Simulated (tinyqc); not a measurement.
From results back to parameters: shallow acceptor in the spherical four-band model. Four cases, with inputs chosen for the exercise.

Problem. The binding energy of the ground state was computed from a hidden mu.

The ground state 1S3/2 has an L = 0 part f(r) and an L = 2 part g(r). In units of Ry* and a*, with Gaussians f_i = exp(-a_i r^2), g_i = r^2 exp(-a_i r^2), A = a_i + a_j and I(n) = Gamma((n + 1)/2)/(2 A^((n + 1)/2)): S_ff = I(2), S_gg = I(6), H_ff = (6 a_i a_j/A) I(2) - 2 I(1), H_gg = (14 a_i a_j/A) I(6) - 2 I(5), H_fg = -mu [15 I(2) - 20 a_j I(4) + 4 a_j^2 I(6)]; each function is then normalised. The split-off band is left out.

Converged values use 22 exponents 2.2^i, i = -7 to 14, for f and for g.

Find: binding in Ry*; mu; heavy/light mass ratio (1 + mu)/(1 - mu).

Method. The binding in Ry* rises steadily with mu, so bisection finds one value.

Case 1.

Ry* = 33.661 meV
binding energy = 52.184 meV

Solution.

binding in Ry* = 1.550
mu = 0.617
heavy/light mass ratio (1 + mu)/(1 - mu) = 4.2

Case 2.

Ry* = 10.599 meV
binding energy = 21.916 meV

Solution.

binding in Ry* = 2.068
mu = 0.738
heavy/light mass ratio (1 + mu)/(1 - mu) = 6.6

Case 3.

Ry* = 3.914 meV
binding energy = 8.751 meV

Solution.

binding in Ry* = 2.236
mu = 0.762
heavy/light mass ratio (1 + mu)/(1 - mu) = 7.4

Case 4.

Ry* = 3.644 meV
binding energy = 8.691 meV

Solution.

binding in Ry* = 2.385
mu = 0.780
heavy/light mass ratio (1 + mu)/(1 - mu) = 8.1

Computed by tinyqc, one run a case: `OMP_NUM_THREADS=1 python tinyqc.py N N+1 out.jsonl` with N = 1281469, 1281495, 1281511, 1281560; one thread of a shared Intel(R) Xeon(R) Processor @ 2.30GHz, about 0.08 s a run at most.
